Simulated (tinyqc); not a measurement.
What each parameter does: tight-binding t2g bands of a cubic perovskite.

Orbitals yz, zx, xy (X, Y, Z below) times spin. E_xy = Dt + 2t (2 - cos x - cos y) + 2 td (1 - cos z) + 4 t2 (1 - cos x cos y) with x = kx a and so on; yz and zx follow by cyclic change, without Dt. Spin-orbit term -(Dso/3) L.sigma + Dso/3 with (L_k)_ij = -i epsilon_kij in X, Y, Z: for Dt = 0 the quartet lies at 0 and the doublet at Dso.

Inputs chosen for the exercise (of the size met in SrTiO3 and KTaO3; shifted at random, so the results belong to these values and not to a real crystal): t = 0.411 eV (strong hopping); td = 0.023 eV (weak hopping); t2 = 0.046 eV (diagonal hopping in the plane of the orbital); Dso = 0.031 eV (spin-orbit splitting at Gamma); Dt = 0.044 eV (shift of xy (tetragonal field or confinement)); k = (0.21, 0.15, 0) 2 pi/a (wave vector).

The three pairs at k.

Results for these values:

| case | pair 1 (eV) | pair 2 (eV) | pair 3 (eV) |
|---|---|---|---|
| base | 0.4591 | 0.7851 | 1.1683 |

What happens to each result for td = 0.0345 eV, all else kept?

Answer: pair 1 rises from 0.4591 to 0.4764; pair 2 rises from 0.7851 to 0.7946; pair 3 does not change at the printed digits.

The same for each parameter in turn:

| case | pair 1 (eV) | pair 2 (eV) | pair 3 (eV) |
|---|---|---|---|
| base | 0.4591 | 0.7851 | 1.1683 |
| t = 0.4521 eV | 0.4930 | 0.8469 | 1.2639 |
| td = 0.0345 eV | 0.4764 | 0.7946 | 1.1683 |
| t2 = 0.066 eV | 0.4921 | 0.8452 | 1.2366 |
| Dso = 0.0403 eV | 0.4619 | 0.7883 | 1.1717 |
| Dt = 0.014 eV | 0.4591 | 0.7851 | 1.1383 |

Computed by tinyqc, a small Python program: `OMP_NUM_THREADS=1 python tinyqc.py 1451985 1451986 out.jsonl` (the numbers bound the seed that draws the inputs); one thread of a shared host (Intel(R) Xeon(R) Processor @ 2.30GHz), about 0.01 s for the whole set of steps.
